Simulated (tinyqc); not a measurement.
Worked calculation: Raman shift of the zone-centre optical phonon of a diamond-structure crystal under stress. Computed by tinyqc, a small Python program that keeps every step. Command: `OMP_NUM_THREADS=1 python tinyqc.py 3024403 3024404 out.jsonl ramanstress walk`. One thread of a shared host (Intel(R) Xeon(R) Processor @ 2.30GHz), about 0.01 s of CPU time with the checks. Intermediate numbers are printed to about 5 digits and carried at full precision; extremes and crossings named in words are read from the listed rows.

Axes x, y, z are the cube axes. Strain shifts the threefold optical mode and can split it; p, q and r are the phonon deformation potentials.

Inputs (values chosen for the exercise, modelled on silicon):
```
quantity                             value      unit
unstrained frequency omega_0         520.7      1/cm
p/omega_0^2                          -1.94         -
q/omega_0^2                           -2.4         -
r/omega_0^2                         -0.711         -
C11                                  165.7       GPa
C12                                  63.99       GPa
C44                                  80.03       GPa
stress sigma (tension positive)       0.75       GPa
polarisation angle phi                  45    degree
temperature coefficient d omega/dT  -0.022  1/(cm K)
local temperature T                    360         K
laser wavelength                     632.8        nm
```

Stress state: uniaxial. Axis: [111].

Constants: h = 6.62607015e-34 J s; c = 299792458 m/s; k_B = 1.380649e-23 J/K.

## Compliances

S11 = (C11 + C12)/D, S12 = -C12/D, D = (C11 - C12)(C11 + 2 C12), S44 = 1/C44.

S11 = 7.6896 1/TPa

S12 = -2.1423 1/TPa

S44 = 12.495 1/TPa

## Stress and strain tensors

Uniaxial stress along the unit vector n of the axis: sigma_ij = sigma n_i n_j. eps_xx = S11 sigma_xx + S12 (sigma_yy + sigma_zz), and cyclic; eps_xy = S44 sigma_xy/2 (tensor strain).

stress (GPa):
```
      x     y     z
x  0.25  0.25  0.25
y  0.25  0.25  0.25
z  0.25  0.25  0.25
```

strain (per mille):
```
        x       y       z
x  0.8513  1.5619  1.5619
y  1.5619  0.8513  1.5619
z  1.5619  1.5619  0.8513
```

volume strain = 2.5538 per mille

## Secular matrix and shifts

Secular matrix: M_xx = p eps_xx + q (eps_yy + eps_zz), M_xy = 2 r eps_xy; its eigenvalues are omega^2 - omega_0^2, and the shifts are these over 2 omega_0.

M/(2 omega_0) (1/cm):
```
         x        y        z
x  -1.4938  -0.5782  -0.5782
y  -0.5782  -1.4938  -0.5782
z  -0.5782  -0.5782  -1.4938
```

shifts, in rising order (1/cm): -2.6503  -0.9155  -0.9155

The triplet splits into a singlet and a doublet. Tension softens every mode.

## Mean shift and Grueneisen parameter

gamma = -(p + 2q)/(6 omega_0^2); the mean of the three shifts is -gamma omega_0 x (volume strain).

mode Grueneisen parameter gamma = 1.1233

mean shift = -1.4938 1/cm

## The line seen from a (001) surface

Backscattering from a (001) surface: incident polarisation (cos phi, sin phi, 0). With Raman tensors (R_z)_xy = (R_z)_yx = 1 and cyclic, only the z component u_z of a mode counts: I = u_z^2 sin^2(2 phi) for parallel and u_z^2 cos^2(2 phi) for crossed polarisers. An unresolved line sits at the intensity-weighted shift, which is M_zz/(2 omega_0).

total intensity, parallel = 1

total intensity, crossed = 0

shift of the observed line = -1.4938 1/cm

shift per stress = -1.9917 1/(cm GPa)

stress per shift = -502.09 MPa cm

Shear mixes z with x and y, so the line is a blend of modes with different shifts. Caution: this stress has components normal to the (001) face, so it cannot reach a free (001) surface; it can act on buried material.

## The same stress in different states

Uniaxial: sigma n n^T; biaxial: sigma (1 - n n^T); hydrostatic: sigma 1. The line seen from (001) is taken as unresolved, at the intensity-weighted shift M_zz/(2 omega_0).

Shifts (1/cm):
```
state                   lowest   middle  highest  line seen from (001)
uniaxial [100]         -1.7881  -1.7881  -0.9050               -1.7881
uniaxial [110]         -2.2140  -1.7881  -0.4792               -1.7881
uniaxial [001]         -1.7881  -1.7881  -0.9050               -0.9050
uniaxial [111]         -2.6503  -0.9155  -0.9155               -1.4938
biaxial, normal [001]  -3.5763  -2.6932  -2.6932               -3.5763
biaxial, normal [111]  -3.5658  -3.5658  -1.8310               -2.9875
hydrostatic            -4.4813  -4.4813  -4.4813               -4.4813
```

Seen from (001), uniaxial stress along [100] and along [110] give the same shift (-1.788), and equal biaxial stress in the plane gives twice as much (-3.576), since only sigma_xx + sigma_yy and sigma_zz enter M_zz. Stress along [001] gives -0.905. One measured shift therefore fixes the stress only once its state is assumed: read as uniaxial in the plane, a shift implies twice the stress that it does read as biaxial.

## Heating mistaken for stress

A temperature above 300 K shifts the line by (d omega/dT)(T - 300 K); divided by the shift per stress it poses as a stress; the total shift adds it to the shift of the observed line. The anti-Stokes to Stokes ratio is [(omega_L + omega_0)/(omega_L - omega_0)]^3 exp(-h c omega_0/(k_B T)) in photon counts, omega_L = 1/wavelength, resonance effects left out.

thermal shift = -1.32 1/cm

apparent stress from heating = 0.66275 GPa

total shift = -2.8138 1/cm

anti-Stokes/Stokes ratio = 0.15209

Heating poses as tension, 88 % of the true stress in size; the intensity ratio gives T apart from the shift.

Checks made by the program: mean of the eigenvalues against the trace rule (relative difference below 1e-10); weighted mean of the modes against M_zz (relative difference below 1e-10).
